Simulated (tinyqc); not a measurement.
Input admittance of a MOSFET at zero drain bias: distributed channel and distributed gate: one step of the calculation.

Source and drain grounded, strong inversion, w = 2 pi f, Cox = eps0 eox/tox. The channel is an RC line of resistance 1/(mu Cox Vo) per square fed from both ends, so one finger has the intrinsic admittance y = i w Cox L tanh(g)/g per width, g = (1/2) sqrt(i w tau), tau = L^2/(mu Vo). The vertical resistance rv/L is in series with y, the overlaps 2 i w Cov in parallel: y_t = 1/(1/y + rv/L) + 2 i w Cov. The gate strip is a line of Rsh/L per length loaded by y_t, so a finger has Y = y_t Wf tanh(k)/k, k = (Wf/sd) sqrt(y_t Rsh/L); the device has Nf Y.

Task. Low-frequency resistances and capacitance. Low-frequency limits, with c = Cox L and ct = c + 2 Cov: R_strip = Rsh Wf/(3 sd^2 L Nf), R_ch = (c/ct)^2 L/(12 mu Cox Vo Wf Nf), R_vert = (c/ct)^2 rv/(L Wf Nf), C = ct Wf Nf.

Parameters, values chosen for the exercise; values of the order met in silicon radio-frequency transistors: relative permittivity of the gate insulator (close to zirconium oxide) eox = 25.2; insulator thickness tox = 8.1 nm; channel length L = 0.23 um; finger width Wf = 0.84 um; number of fingers Nf = 64; channel mobility mu = 250 cm^2/(V s); gate overdrive Vo = 0.78 V; sheet resistance of the gate Rsh = 28 ohm/square; vertical resistivity of the gate stack rv = 0 ohm um^2; number of ends at which a finger is contacted sd = 2; overlap and fringe capacitance on each side Cov = 0.18 fF/um.

Constants: eps0 = 8.8541878128e-14 F/cm where lengths are in cm. Results are converted to the units shown.

Give: parts; sum; C; 1/(2 pi R C).

Result.

parts (ohm): strip 0.1332, channel 0.5943, vertical 0
sum = 0.7274 ohm
C = 360.0 fF
1/(2 pi R C) = 607.8 GHz

The channel term is the largest, 81.7 % of the sum.

Program tinyqc, `OMP_NUM_THREADS=1 python tinyqc.py 2262172 2262173 out.jsonl`; Intel Xeon 2.30GHz, shared host, one thread, about 0.01 s.
